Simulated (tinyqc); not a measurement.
MOS structure on a p-type body, non-linear Poisson equation by Newton steps: two steps of the calculation.

One dimension, insulator interface at x = 0, acceptor density Na, uniform, net doping C = -(acceptor density). psi is counted from the intrinsic level: n = ni exp((psi - Vb)/Vt), p = ni exp(-psi/Vt); deep in the body psi_b = -Vt ln(Na/ni). The gate acts through Cox = eps0 eox/tox and has the potential psi_G = Vg - (phiM - chi - Vt ln(Nc/ni)). Boltzmann statistics, full ionisation, classical densities, no oxide or interface charge.

Parameters, values chosen for the exercise; band and dielectric values close to those of silicon: temperature T = 300 K; band gap Eg = 1.1 eV; conduction-band density of states at T Nc = 2.84e19 cm^-3; valence-band density of states at T Nv = 2.69e19 cm^-3; electron affinity chi = 4.07 eV; acceptor density deep in the body Na = 3.3e17 cm^-3; relative permittivity of the gate insulator (close to silicon dioxide) eox = 3.9; insulator thickness tox = 4.6 nm; gate work function phiM = 4.71 eV; electron quasi-Fermi potential against the body Vb = 0.3 V; gate voltage against the body Vg = 1.12 V.

Constants: q = 1.602176634e-19 C, kB = 1.380649e-23 J/K, Vt = kB T/q, eps0 = 8.8541878128e-14 F/cm where lengths are in cm. Results are converted to the units shown.

Question 1. Scales and end potentials. ni = sqrt(Nc Nv) exp(-Eg/(2 Vt)), Eg in volts; Cox, psi_G and psi_b as defined.

Find: ni; Cox; psi_G; psi_b.

Answer 1.

ni = 1.5920e10 cm^-3
Cox = 0.75068 uF/cm^2
psi_G = 1.0307 V
psi_b = -0.43553 V

Question 2. Converged densities and sheet charges. n and p as above; box widths w_i (half boxes at both ends); band bending psi_0 - psi_b; N_inv = sum w n; N_dep = -sum w (p + C); centroid sum w n x/N_inv; gate charge Cox (psi_G - psi_0)/q.

x, node 0 to 12 (nm): [0, 0.5, 1.27, 2.44, 4.25, 7.02, 11.3, 17.8, 27.8, 43.2, 66.7, 103, 158]
converged psi, node 0 to 12 (V): [0.58519762, 0.56925641, 0.54495479, 0.50860362, 0.45373304, 0.37296991, 0.25581545, 0.09562342, -0.10907670, -0.32534192, -0.42731334, -0.43528737, -0.43552940]
net doping C, node 0 to 12 (cm^-3): [-3.3e17, -3.3e17, -3.3e17, -3.3e17, -3.3e17, -3.3e17, -3.3e17, -3.3e17, -3.3e17, -3.3e17, -3.3e17, -3.3e17, -3.3e17]
ni = 1.5919960e10 cm^-3

Find: n; p; band bending; N_inv; N_dep; centroid of the electrons; gate charge over q.

Answer 2.

n, node 0 to 12 (cm^-3): [9.841e14, 5.312e14, 2.075e14, 5.085e13, 6.089e12, 2.678e11, 2.882e9, 5.869e6, 2137, 0.4973, 0.009630, 0.007074, 0.007008]
p, node 0 to 12 (cm^-3): [2.350, 4.354, 11.15, 45.48, 379.8, 8636, 8.025e5, 3.940e8, 1.082e12, 4.650e15, 2.402e17, 3.269e17, 3.300e17]
band bending = 1.021 V
N_inv = 8.753e7 cm^-2
N_dep = 2.087e12 cm^-2
centroid of the electrons = 0.7714 nm
gate charge over q = 2.087e12 cm^-2

N_inv + N_dep is 0.014 % below the gate charge.

tinyqc, about 0.3 s, one thread, Intel Xeon 2.30GHz (shared host): `OMP_NUM_THREADS=1 python tinyqc.py 2080084 2080085 out.jsonl`
